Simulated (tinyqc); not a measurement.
# Elastic strain and critical thickness of a cubic alloy layer A(1-x)B(x) on a thick substrate, step by step

A worked calculation. Computed by tinyqc, a small Python program that keeps every step. Command: `OMP_NUM_THREADS=1 python tinyqc.py 3009611 3009612 out.jsonl misfit walk`. One thread of a shared host (Intel(R) Xeon(R) Processor @ 2.30GHz), about 0.01 s of CPU time with the checks. Intermediate numbers are printed to about 6 digits and carried at full precision; extremes and crossings named in words are read from the listed rows.

Strain is positive in tension. The layer is coherent with the substrate unless said otherwise.

Inputs (values chosen for the exercise, modelled on Si(1-x)Ge(x) on Si):

| quantity | value | unit |
|---|---|---|
| fraction x of B | 0.53 | - |
| lattice constant a_A | 5.431 | angstrom |
| lattice constant a_B | 5.658 | angstrom |
| substrate lattice constant a_S | 5.431 | angstrom |
| layer thickness h | 3.6 | nm |
| biaxial modulus of the substrate M_S | 170 | GPa |
| substrate thickness t_S | 200 | micrometre |
| wafer diameter W | 300 | mm |
| X-ray wavelength | 1.540593 | angstrom |
| start of the iteration h0/b | 1000 | - |

Growth plane: (001). Layer: uncapped. Misfit dislocation: 60-degree.

C11, C12, C44 of A (GPa): 169  63.02  78.24

C11, C12, C44 of B (GPa): 129.9  47.71  67.55

## Alloy by Vegard's rule, and misfit

a = (1 - x) a_A + x a_B, the same rule for each C_ij; misfit f = (a_S - a)/a, the in-plane strain of the coherent layer.

free lattice constant a = 5.55131 angstrom

elastic constants (GPa): C11 148.2770, C12 54.9057, C44 72.5743

misfit f = -0.0216724

The layer is compressed in the plane by 2.17 %.

## Biaxial strain, stress and energy

(001): D = 2 C12/C11, M = C11 + C12 - 2 C12^2/C11. The free surface carries no normal stress, so e_perp = -D f; dV/V = 2 f + e_perp; stress = M f; energy per area = M f^2 h (1 GPa nm = 1 J/m^2).

ratio D = 0.740583

normal strain e_perp = 0.0160502

volume strain dV/V = -0.0272945

biaxial modulus M = 162.520 GPa

in-plane stress = -3.52220 GPa

strain energy per area = 0.274804 J/m^2

Caution: above about 2 % misfit, linear elasticity is rough and compressed layers tend to form islands before dislocations.

## Symmetric X-ray reflection

Reflection 004: d = a_perp/sqrt(16), with a_perp = a (1 + e_perp) for the coherent layer, a for the relaxed layer and a_S for the substrate; sin(theta) = lambda/(2 d).

Bragg angles:

| crystal | a_perp (angstrom) | theta (degrees) | from substrate (arcsec) |
|---|---|---|---|
| substrate | 5.43100 | 34.5645 | 0.00 |
| coherent layer | 5.64041 | 33.1115 | -5230.71 |
| relaxed layer | 5.55131 | 33.7133 | -3064.16 |

peak separation of the coherent layer = -5230.71 arcsec

The coherent layer lies 1.71 times as far from the substrate peak as a relaxed one, about 1 + D = 1.74: reading its peak as relaxed would overstate the mismatch by that factor.

## Isotropic constants and the prefactor A

Voigt averages: G = (C11 - C12 + 3 C44)/5, B = (C11 + 2 C12)/3, nu = (3 B - 2 G)/(2 (3 B + G)); b = a/sqrt(2). The 60-degree dislocation has cos alpha = 1/2, and cos lambda = 1/2 on (001). Matthews-Blakeslee: h_c = A [ln(h_c/b) + 1], A = b (1 - nu cos^2 alpha)/(8 pi |f| (1 + nu) cos lambda), the factor 8 pi being that of an uncapped layer.

shear modulus G = 62.21884 GPa

Poisson ratio nu = 0.208629

Burgers vector b = 0.392537 nm

prefactor A = 1.13034 nm

## Critical thickness by fixed-point iteration

Start at h0, put the right side back in, and stop when the change is below 1e-9 h or h turns negative.

Iteration:

| step | h in (nm) | h out (nm) | change (nm) |
|---|---|---|---|
| 1 | 392.537 | 8.93842 | -3.83598e+02 |
| 2 | 8.938 | 4.66318 | -4.27524e+00 |
| 3 | 4.663 | 3.92772 | -7.35465e-01 |
| 4 | 3.928 | 3.73371 | -1.94011e-01 |
| 5 | 3.734 | 3.67645 | -5.72593e-02 |
| 6 | 3.676 | 3.65898 | -1.74689e-02 |
| 7 | 3.659 | 3.65360 | -5.38367e-03 |
| ... | ... | ... | ... |
| 14 | 3.651 | 3.65119 | -1.46425e-06 |
| 15 | 3.651 | 3.65119 | -4.53304e-07 |
| 16 | 3.651 | 3.65119 | -1.40334e-07 |
| 17 | 3.651 | 3.65119 | -4.34447e-08 |
| 18 | 3.651 | 3.65119 | -1.34496e-08 |
| 19 | 3.651 | 3.65119 | -4.16375e-09 |
| 20 | 3.651 | 3.65119 | -1.28902e-09 |

critical thickness h_c (Matthews-Blakeslee) = 3.65119 nm

Converged; near the root each step shrinks the error by A/h_c = 0.310. h_c is 9.3 Burgers vectors.

## Equilibrium strain at the thickness h

For h > h_c the same force balance gives the strain left, |e| = |f| A [ln(h/b) + 1]/h, and below h_c e = f; relaxation = 1 - e/f; dislocations per length across each line direction = (|f| - |e|)/(b cos lambda).

strain left e = -0.0216724

relaxation = 0 %

dislocation line density = 0 1/micrometre

h is 0.99 h_c: the coherent layer is stable.

## Wafer curvature of the coherent layer

Stoney: curvature = 6 |stress| h/(M_S t_S^2); radius = 1/curvature; bow = curvature W^2/8.

curvature = 0.0111882 1/m

radius of curvature = 89.3801 m

bow = 125.867 micrometre

Caution: a bow above a fifth of the wafer thickness is beyond Stoney's small-deflection limit.

## Force balance against energy balance

People-Bean: h_c = P ln(h_c/b), P = (1 - nu)/(1 + nu) b^2/(16 pi sqrt(2) a f^2). The misfit is scaled by 0.25, 0.4, 0.6, 1, 1.5, 2.2 at fixed a, b and nu; the upper root is taken, and rows with A < 1.3 b or P < 3 b, where the roots shrink to the core size or vanish, are left out.

Critical thickness:

| \|f\| (%) | Matthews-Blakeslee (nm) | People-Bean (nm) | ratio |
|---|---|---|---|
| 0.54181 | 22.9079 | 644.835 | 28.1491 |
| 0.86689 | 12.6363 | 214.433 | 16.9696 |
| 1.30034 | 7.4216 | 80.487 | 10.8449 |
| 2.16724 | 3.6512 | 21.887 | 5.9946 |
| 3.25085 | 1.9686 | 6.954 | 3.5323 |

The exponents d ln h_c/d ln f are -1.27 and -2.34 between the first rows, steeper than the -1 and -2 of the prefactors because of the logarithm. The ratio falls from 28.1 to 3.53 as the misfit grows. Where People-Bean lies above, a layer between the lines is metastable: dislocations would lower the energy but have to be nucleated. Above about 2 % misfit islands may come first.

Checks made by the program: D and M against the full stiffness tensor (relative difference below 1e-10); h_c against the Lambert function, -A W_(-1)(-b/(A e)) (relative difference 2e-10).
